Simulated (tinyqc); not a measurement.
Transparency density and B against temperature: optical gain and spontaneous emission in a bulk direct-gap semiconductor.

Parabolic bands, vertical transitions, no excitons. For each hole band j: mr = me mj/(me + mj); joint density of states J_j(E) = (mr/c)^(3/2) sqrt(E - Eg)/(2 pi^2), both spins, c = hbar^2/2m0; averaged matrix element |e.p|^2 = m0 Ep/6; alpha_j(E) = 4 pi^2 alpha_f c Ep J_j/(3 nr E) in 1/angstrom (alpha_f the fine-structure constant, listed as alpha among the constants), times 1e8 for 1/cm.

F_j(eta) = (1/Gamma(j + 1)) integral_0^infinity x^j dx/(1 + exp(x - eta)), which tends to exp(eta) for eta << 0.

Quasi-Fermi levels: n = Nc F_1/2(Fc/kT) and p = Nv F_1/2(Fv/kT), Fc counted up from the conduction edge and Fv down from the valence edge; Nc, Nv from N = 2 (m kB T/(4 pi c))^(3/2) with c = hbar^2/2m0, in 1/angstrom^3; times 1e24 for 1/cm^3, with me and (mhh^(3/2) + mlh^(3/2))^(2/3).

For band j the electron sits at Ee = (E - Eg) mr/me above its edge and the hole at Eh = (E - Eg) mr/mj; fe = 1/(1 + exp((Ee - Fc)/kT)), fh = 1/(1 + exp((Eh - Fv)/kT)); gain g = sum_j alpha_j (fe + fh - 1).

Spontaneous rate: R = integral of (nr E/(hbar c))^2/(pi^2 hbar) sum_j alpha_j fe fh dE, with alpha in 1/cm and (nr E/(hbar c))^2 in 1/cm^2 (1e16 per 1/angstrom^2); B = R/(n p); lifetime n/R.

Constants: hbar^2/2m0 = 3.80998211 eV angstrom^2; fine-structure constant alpha = 0.007297352564; kB = 8.617333262e-05 eV/K; hbar = 6.58211957e-16 eV s; hbar c = 1973.269805 eV angstrom.

Parameters, chosen for this exercise (near those of GaN; shifted at random, so the results belong to these values and not to a real crystal): Eg = 3.406 eV (direct gap); me = 0.2031 m0 (electron mass); mhh = 1.39 m0 (heavy-hole mass); mlh = 0.3057 m0 (light-hole mass); Ep = 16.9 eV (Kane energy); nr = 2.61 (refractive index).

Eg is held fixed; B is taken at n = 1e15 1/cm^3.

Results:
```
T (K)  transparency density (1/cm^3)  Fc/kT there  B (cm^3/s)
100                         1.20e+18        1.932    3.20e-10
150                         2.21e+18        1.932    1.74e-10
200                         3.41e+18        1.932    1.14e-10
250                         4.76e+18        1.932    8.14e-11
300                         6.26e+18        1.932    6.20e-11
350                         7.89e+18        1.932    4.93e-11
400                         9.64e+18        1.932    4.04e-11
500                         1.35e+19        1.932    2.91e-11
```

How do the results move, and what explains it?

Fc/kT at transparency stays at 1.932, since it depends on Nv/Nc alone, so the density goes as T^1.50. B goes as T^-1.49, against T^-1.5 for non-degenerate carriers: hot carriers spread over k and fewer pairs share a wave vector.

Run: tinyqc, `OMP_NUM_THREADS=1 python tinyqc.py 1680774 1680775 out.jsonl`; Intel(R) Xeon(R) Processor @ 2.30GHz, one thread, shared host; about 0.08 s of CPU time with all checks.
